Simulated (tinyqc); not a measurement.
# Switching kinetics of a ferroelectric film and the memory window of a ferroelectric gate stack, step by step

A worked calculation. Computed by tinyqc, a small Python program that keeps every step. Command: `OMP_NUM_THREADS=1 python tinyqc.py 3027529 3027530 out.jsonl feswitch walk`. One thread of a shared host (Intel(R) Xeon(R) Processor @ 2.30GHz), about 0.03 s of CPU time with the checks. Intermediate numbers are printed to about 6 digits and carried at full precision; extremes and crossings named in words are read from the listed rows.

Fields in MV/cm; 1 microcoulomb/cm^2 over eps_0 is 11.29409 MV/cm. In the stack (metal, ferroelectric, interlayer, channel) the channel is taken as a conductor.

Inputs (values chosen for the exercise, for a model hafnia-based film): saturation polarisation P_s = 20 microcoulomb/cm^2; ratio P_r/P_s = 0.92; coercive field E_c = 0.73 MV/cm; permittivity of the ferroelectric eps_F = 32; thickness t_F = 5.9 nm; permittivity of the interlayer eps_I = 5.5; interlayer thickness t_I = 1.5 nm; share s of P screened by trapped charge = 0.68; pulse height V = 6.5 V; time constant t_inf = 3.5e-11 s; activation field E_a = 3.8 MV/cm; Merz exponent alpha = 1; dimension n = 3; half width w of log10 t = 0.27; pulse length t_p = 7.1e-08 s; breakdown field of the interlayer = 10 MV/cm.

Kinetics: nucleation-limited (NLS).

## The hysteresis loop

Saturated branches: P(E) = P_s tanh[(E -/+ E_c)/(2 delta)], delta = E_c/ln[(1 + P_r/P_s)/(1 - P_r/P_s)]; D = P + eps_0 eps_F E.

delta = 0.229700 MV/cm

P on both branches (microcoulomb/cm^2) at E/E_c = -3, -2, -1, -0.5, 0, 0.5, 1, 1.5, 2, 3:
```
E (MV/cm)  rising branch  falling branch
-2.190          -19.9999        -19.9307
-1.460          -19.9971        -18.4000
-0.730          -19.9307          0.0000
-0.365          -19.6627         13.2192
0.000           -18.4000         18.4000
0.365           -13.2192         19.6627
0.730             0.0000         19.9307
1.095            13.2192         19.9858
1.460            18.4000         19.9971
2.190            19.9307         19.9999
```

peak differential permittivity eps_F + P_s/(2 delta eps_0) = 523.688

## Memory window

At threshold the channel charge is negligible, so D = 0 on each branch: (1 - s) P(E) + eps_0 eps_F E = 0, with the screened share s. The rising branch has the root E0 between 0 and E_c; window = 2 E0 t_F; its upper bound is 2 E_c t_F.

field E0 = 0.604080 MV/cm

memory window = 0.712815 V

bound 2 E_c t_F = 0.8614 V

fixed-charge estimate 2 (1 - s) P_r t_F/(eps_0 eps_F) = 2.45217 V

Charge and coercive field both limit the window.

## Fields in the stack

Series stack: V = E_F t_F + E_I t_I and eps_I E_I = eps_F E_F + (1 - s) P/eps_0. Before switching P = -P_r, after it P = +P_s; in retention V = 0 and P = +P_r.

E_F before switching = 5.68365 MV/cm

E_F after switching = 3.09604 MV/cm

E_I after switching = 31.1556 MV/cm

depolarising field in retention = 1.23989 MV/cm

depolarising field over E_c = 1.69848

The interlayer field exceeds its breakdown field. The depolarising field exceeds E_c, so P_r cannot be retained. Caution: the interlayer field exceeds its breakdown field, so charge injection would change the fields. Caution: a depolarising field above E_c switches the film back, so P_r is not held.

## Switched share after the pulse

Merz's law: t1 = t_inf exp[(E_a/E)^alpha] at the mean of the fields before and after switching. NLS: switched share = integral of [1 - exp(-(t/tau)^n)] F(z) dz over z = log10 tau, with the Lorentzian F = (1/pi) w/[(z - log10 t1)^2 + w^2].

mean field = 4.38985 MV/cm

switching time t1 = 8.31779e-11 s

switched share = 0.971468

t_p is 850 t1. A field higher by 10 % would shorten t1 by a factor 1.1. The step approximation 1/2 + arctan[log10(t_p/t1)/w]/pi gives 0.971. Caution: the field changes much during switching, so one mean field is a crude stand-in.

## KAI against NLS in time

KAI: 1 - exp[-(t/t1)^n]. NLS: the same kernel averaged over the Lorentzian F = (1/pi) w/[(z - log10 t1)^2 + w^2] in z = log10 tau.

Switched share:
```
log10(t/t1)      KAI       NLS
-3.0         0.00000  0.029514
-2.0         0.00000  0.045032
-1.0         0.00100  0.096175
-0.5         0.03113  0.206655
-0.2         0.22212  0.388039
0.0          0.63212  0.567654
0.2          0.98133  0.728555
0.5          1.00000  0.852869
1.0          1.00000  0.920384
2.0          1.00000  0.958685
3.0          1.00000  0.972105
```

KAI goes from 10 to 90 % within 0.45 decades of time; a Lorentzian of this width needs about 2 w tan(0.4 pi) = 1.7 decades. Three decades after t1, 2.8 % of the NLS film has not switched, and three decades before it 3.0 % already has: the tails set write margins and disturb errors.

## Interlayer thickness

Series stack: V = E_F t_F + E_I t_I and eps_I E_I = eps_F E_F + (1 - s) P/eps_0. E_I is for P = +P_s at the pulse height, the depolarising field for P = +P_r at V = 0; V needed puts E_F = 1.5 E_c after switching.

Stack against t_I:
```
t_I (nm)  E_F after (MV/cm)  E_I (MV/cm)  depolarising field / E_c  V needed (V)
0.3                 7.98610      59.6068                   0.64991       1.23144
0.5                 6.63279      51.7330                   0.94010       1.62171
0.8                 5.16235      43.1777                   1.25541       2.20710
1.2                 3.82161      35.3771                   1.54290       2.98762
1.6                 2.89120      29.9637                   1.74241       3.76815
2.0                 2.20773      25.9872                   1.88897       4.54867
3.0                 1.09501      19.5132                   2.12757       6.49999
```

Each nanometre of interlayer costs 1.95 V, against 0.11 V for a nanometre of ferroelectric. The depolarising field grows from 0.65 to 2.13 E_c. At E_F = 1.5 E_c the interlayer carries (1.5 eps_F E_c + (1 - s) P_s/eps_0)/eps_I = 19.5 MV/cm whatever its thickness, above its breakdown field of 10 MV/cm, so the voltages in the last column could not be applied without breakdown. Caution: rows with E_I above the breakdown field of the interlayer cannot be reached without charge injection. Caution: where E_F after switching is below E_c the switching stalls before P_s, and where the depolarising field exceeds E_c the state switches back, so those rows describe states that are not held.

Checks made by the program: the remanence (relative difference below 1e-10).
